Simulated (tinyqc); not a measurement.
Worked calculation: thermal displacements in the Debye model: Debye-Waller factors, bond-length spread and the Lindemann rule. Computed by tinyqc, a small Python program that keeps every step. Command: `OMP_NUM_THREADS=1 python tinyqc.py 3010832 3010833 out.jsonl debyewaller walk`. One thread of a shared host (Intel(R) Xeon(R) Processor @ 2.30GHz), about 0.01 s of CPU time with the checks. Intermediate numbers are printed to about 7 digits and carried at full precision; extremes and crossings named in words are read from the listed rows.

A Debye spectrum with three branches of one velocity, cut at k_B Theta; 8 atoms per cube, nearest neighbours at d = 0.433013 a.

Inputs (values chosen for the exercise, modelled on germanium):
```
quantity,value,unit
atomic mass M,72.63,u
Debye temperature Theta,298,K
lattice constant a,5.658,angstrom
temperature T,77,K
Lindemann ratio x_L,0.13,-
gamma-ray energy E,14.4,keV
photoelectron wave number k,8.3,1/angstrom
```

Structure: diamond.

reflection (h k l): [2, 2, 0]

Constants: hbar^2/u = 4.18015928e-03 eV angstrom^2; k_B = 8.617333262e-05 eV/K; e = 1.602176634e-19 C; u = 1.6605390666e-27 kg; c = 299792458 m/s; hbar = 6.582119569e-16 eV s.

## Mean-square displacement

<u_x^2> = (3 hbar^2/(2 M k_B Theta)) int_0^1 s coth(s Theta/(2T)) ds (64 Gauss-Legendre points); it tends to 3 hbar^2/(4 M k_B Theta) at T = 0 and to 3 hbar^2 T/(M k_B Theta^2) at high T. B = 8 pi^2 <u_x^2>.

<u_x^2> = 0.002373324 angstrom^2

zero-point value = 0.001680927 angstrom^2

classical value = 0.001737334 angstrom^2

B factor = 0.1873902 angstrom^2

The zero-point value is 70.8 % and the classical value 73.2 % of the full result; the two are limits, not parts that add.

## Loss of Bragg intensity

G = 2 pi sqrt(h^2 + k^2 + l^2)/a; the intensity is multiplied by exp(-2W), 2W = G^2 <u_x^2>; the loss goes into thermal diffuse scattering.

|G| = 3.140956 1/angstrom

2W = 0.02341428

intensity factor exp(-2W) = 0.9768577

## Recoil-free fraction

A nucleus of this mass is supposed to emit a gamma ray of the energy chosen: recoil energy E_R = E^2/(2 M c^2), wave number k_g = E/(hbar c), recoil-free fraction f = exp(-k_g^2 <u_x^2>).

recoil energy = 1.532494 meV

k_g = 7.297532 1/angstrom

recoil-free fraction f = 0.8812720

E_R is 0.06 k_B Theta.

## Spread of the bond length

Correlated Debye model: sigma^2 = (3 hbar^2/(M k_B Theta)) int_0^1 s coth(s Theta/(2T)) [1 - sin(s q_D R)/(s q_D R)] ds for two atoms at distance R, q_D = (6 pi^2 n)^(1/3), n atoms per volume; uncorrelated motion would give 2 <u_x^2>. An EXAFS amplitude is damped by exp(-2 k^2 sigma^2).

sigma^2 of the nearest bond = 0.002528902 angstrom^2

correlation 1 - sigma^2/(2 <u_x^2>) = 0.4672235

EXAFS damping = 0.7057938

Neighbours move partly together, which removes 47 % of the uncorrelated spread. Caution: in covalent crystals the stiff bond makes the true nearest-neighbour sigma^2 smaller than this model gives.

## Lindemann melting temperature

Melting is placed where sqrt(3 <u_x^2>) = x_L d; the classical form gives T_m = M k_B Theta^2 (x_L d)^2/(9 hbar^2).

Lindemann T_m = 1497.002 K

classical T_m = 1498.649 K

ratio sqrt(3 <u_x^2>)/d at T = 0.03444099

The rule is empirical: x_L is fitted within a family of like crystals, and T_m goes as its square.

## Displacements against temperature

The correlation is 1 - sigma^2/(2 <u_x^2>); exp(-2W) uses 2W = G^2 <u_x^2>.

Displacements (angstrom^2):
```
T (K),<u_x^2>,classical,sigma^2 at d,sigma^2 at 2d,exp(-2W)
8.9,0.001690792,2.008087e-04,0.002197897,0.003346503,0.9834577
30,0.001792981,6.768834e-04,0.002213058,0.003393718,0.9824667
60,0.002117922,0.001353767,0.002362768,0.003738933,0.9793222
100,0.002769800,0.002256278,0.002821586,0.004635584,0.9730442
160,0.003946504,0.003610045,0.003786917,0.006395237,0.9618136
240,0.005643489,0.005415067,0.005262273,0.009010586,0.9458451
360,0.008276158,0.008122601,0.007606179,0.01311726,0.9215951
540,0.01228666,0.01218390,0.01121512,0.01940689,0.8858432
660,0.01497559,0.01489144,0.01364428,0.02363217,0.8626525
```

The classical line is within 5 % from T = 240 K (T/Theta = 0.81) on. The correlation of nearest neighbours grows from 0.35 to 0.54, since thermal motion weights long waves, which move neighbours together, more than zero-point motion does; at 2d it ends at 0.21. The reflection keeps 98 % of its intensity at the lowest T and 86 % at the highest.

Checks made by the program: high-temperature series <u^2> = classical x (1 + (Theta/T)^2/36) at T = 5 Theta (relative difference 4e-07).
